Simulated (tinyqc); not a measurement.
Geometry optimisation on the unrestricted LDA (VWN5)/6-31g surface (energies and gradients from PySCF), for H2+, spin multiplicity 2, step by step. Computed by tinyqc, a small Python program that keeps every step (integrals from PySCF). Settings: charge = 1, multiplicity = 2, basis = 6-31g, functional = lda,vwn, optimiser = bfgs, first Hessian = 0.15, largest step = 0.5, iteration cap = 30. Command: `OMP_NUM_THREADS=1 python tinyqc.py 29249 29250 out.jsonl` (the two numbers bound the seeds that draw the settings). One thread of a shared host (Intel(R) Xeon(R) Processor @ 2.60GHz), about 1 s of CPU time with the checks.

## Step 1: energy and gradient

positions at the start (bohr):
```
          x        y        z
1H  0.00000  0.00000  0.00000
2H  0.00000  0.00000  1.20942
```

Self-consistent energy and analytic gradient at these positions.

energy = -0.4910511 hartree

gradient (hartree/bohr):
```
            x          y           z
1H  0.0000000  0.0000000   0.2832455
2H  0.0000000  0.0000000  -0.2832455
```

## Step 1: move

Quasi-Newton step p = -H^(-1) g (first H = 0.15 times the unit matrix); steps longer than 0.5 bohr are cut back (factor 0.187 here).

positions after step 1 (bohr):
```
          x        y         z
1H  0.00000  0.00000  -0.35355
2H  0.00000  0.00000   1.56298
```

## Step 2: energy and gradient

As before.

energy = -0.5700907 hartree

gradient (hartree/bohr):
```
            x          y           z
1H  0.0000000  0.0000000   0.0231029
2H  0.0000000  0.0000000  -0.0231029
```

## Step 2: move

inverse Hessian in use (bohr^2/hartree):
```
         1        2        3        4        5        6
1  6.66667  0.00000  0.00000  0.00000  0.00000  0.00000
2  0.00000  6.66667  0.00000  0.00000  0.00000  0.00000
3  0.00000  0.00000  4.01287  0.00000  0.00000  2.65380
4  0.00000  0.00000  0.00000  6.66667  0.00000  0.00000
5  0.00000  0.00000  0.00000  0.00000  6.66667  0.00000
6  0.00000  0.00000  2.65380  0.00000  0.00000  4.01287
```

Quasi-Newton step p = -H^(-1) g (the inverse Hessian comes from BFGS updates; coordinates in the order x, y, z of each atom); steps longer than 0.5 bohr are cut back.

positions after step 2 (bohr):
```
          x        y         z
1H  0.00000  0.00000  -0.38495
2H  0.00000  0.00000   1.59438
```

## Step 3: energy and gradient

As before.

energy = -0.5713280 hartree

gradient (hartree/bohr):
```
            x          y           z
1H  0.0000000  0.0000000   0.0164955
2H  0.0000000  0.0000000  -0.0164955
```

## Step 3: move

inverse Hessian in use (bohr^2/hartree):
```
         1        2        3        4        5        6
1  6.66667  0.00000  0.00000  0.00000  0.00000  0.00000
2  0.00000  6.66667  0.00000  0.00000  0.00000  0.00000
3  0.00000  0.00000  5.70937  0.00000  0.00000  0.95729
4  0.00000  0.00000  0.00000  6.66667  0.00000  0.00000
5  0.00000  0.00000  0.00000  0.00000  6.66667  0.00000
6  0.00000  0.00000  0.95729  0.00000  0.00000  5.70937
```

As before.

positions after step 3 (bohr):
```
          x        y         z
1H  0.00000  0.00000  -0.46334
2H  0.00000  0.00000   1.67276
```

## Convergence

Stop when the largest gradient component is below 3e-5 hartree/bohr. The inverse Hessian follows the BFGS update with s = step, y = change of gradient.

Course of the optimisation:

| step | E (hartree) | largest gradient (hartree/bohr) |
|---|---|---|
| 1 | -0.4910511 | 2.83e-01 |
| 2 | -0.5700907 | 2.31e-02 |
| 3 | -0.5713280 | 1.65e-02 |
| 4 | -0.5728865 | 4.28e-03 |
| 5 | -0.5730324 | 1.12e-03 |
| 6 | -0.5730444 | 1.13e-04 |
| 7 | -0.5730446 | 3.47e-06 |

Final distances (angstrom):

| pair | distance |
|---|---|
| 2H-1H | 1.17093 |

Converged in 7 steps.
